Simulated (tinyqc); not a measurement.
# Holstein polaron on two sites, step by step

A worked calculation. Computed by tinyqc, a small Python program that keeps every step. Command: `OMP_NUM_THREADS=1 python tinyqc.py 3005325 3005326 out.jsonl holstein walk`. One thread of a shared host (Intel(R) Xeon(R) Processor @ 2.30GHz), about 0.01 s of CPU time with the checks. Intermediate numbers are printed to about 6 digits and carried at full precision; extremes and crossings named in words are read from the listed rows.

One electron on sites 1 and 2: H = -t (c1+ c2 + c2+ c1) + hbar omega sum_i b_i+ b_i - g hbar omega sum_i n_i (b_i + b_i+). The symmetric phonon shifts the energy by -g^2 hbar omega/2 and drops out; with b = (b_1 - b_2)/sqrt(2) there remains H = -t sigma_x + hbar omega b+ b - (g hbar omega/sqrt(2)) sigma_z (b + b+). Parity splits it into blocks p = +1 and -1 over phonon numbers n. Zero-point energies are left out. Weights Z refer to mode b alone; the displaced symmetric mode multiplies the full zero-phonon weight by exp(-g^2/2).

Inputs (values chosen for the exercise, for a model dimer):

| quantity | value | unit |
|---|---|---|
| hopping t | 75 | meV |
| phonon energy hbar omega | 94.2 | meV |
| coupling g | 0.464 | - |
| phonon levels kept N | 5 | - |

## Energy scales

Polaron binding energy E_p = g^2 hbar omega; ratio E_p/t (the adiabatic potential has two wells when it exceeds 1); adiabaticity hbar omega/t.

E_p = 20.2809 meV

E_p/t = 0.270412

hbar omega/t = 1.256

## The even block in a small basis

Block p: H_nn = n hbar omega - p t (-1)^n - g^2 hbar omega/2, H_(n,n+1) = -(g hbar omega/sqrt(2)) sqrt(n + 1). Take p = +1 and n = 0..N-1.

H, even block (meV), lower triangle (symmetric):
```
         1        2        3        4        5
1  -85.140
2  -30.907  159.060
3    0.000  -43.709  103.260
4    0.000    0.000  -53.532  347.460
5    0.000    0.000    0.000  -61.814  291.660
```

## Levels in the small basis

Diagonalise H; the eigenvector has its largest component positive; Z is the weight of n = 0.

levels (meV): -89.155  71.720  181.687  257.376  394.670

lowest eigenvector: 0.991205  0.128758  0.030307  0.003803  0.000617

Z in the small basis = 0.982488

## Converged results

Use 60 levels in both blocks; Z = c_0^2 is the weight of n = 0 in the ground state c; the splitting is the lowest odd level less the lowest even one, which without coupling is the smaller of 2t and hbar omega; <sigma_x> = sum (-1)^n c_n^2 measures the kinetic energy.

ground-state energy = -89.1552 meV

weight Z of n = 0 in mode b = 0.982488

mean phonon number in b = 0.0184608

splitting = 78.0076 meV

splitting/(2t) = 0.520051

<sigma_x> = 0.966814

The small basis misses the ground-state energy by 3.02e-06 meV. Mode b stays mostly in its zero-phonon state. Caution: with hbar omega below 2t the lowest odd level starts as a one-phonon state, so the splitting here is a softened phonon and not a narrowed hopping.

## Approximations to the ground state

Second order: E = -t - E_p/2 - (E_p/2) hbar omega/(hbar omega + 2t). Lang-Firsov: E = -E_p - t exp(-g^2). Variable displacement: E(x) = -E_p/2 - t exp(-g^2 x^2) - (E_p/2)(2x - x^2), minimised over 0 <= x <= 1. Adiabatic, classical lattice: E = -E_p/2 - t for E_p < t, else -E_p - t^2/(2 E_p); it leaves out the change of zero-point energy.

Ground-state energy (meV):

| method | E | E - exact |
|---|---|---|
| second order in g | -89.0521 | 0.10314 |
| Lang-Firsov | -80.7536 | 8.40166 |
| variable displacement | -89.0917 | 0.06350 |
| adiabatic, classical | -85.1404 | 4.01481 |

best displacement x = 0.39369

Closest here is variable displacement (+0.06 meV), furthest Lang-Firsov (+8.40 meV), at hbar omega/t = 1.26 and E_p/t = 0.27. Lang-Firsov and variable displacement are variational and lie above the exact value.

Checks made by the program: 60 against 80 levels (relative difference below 1e-10); Hellmann-Feynman: dE/dt = -<sigma_x> (relative difference below 1e-10).
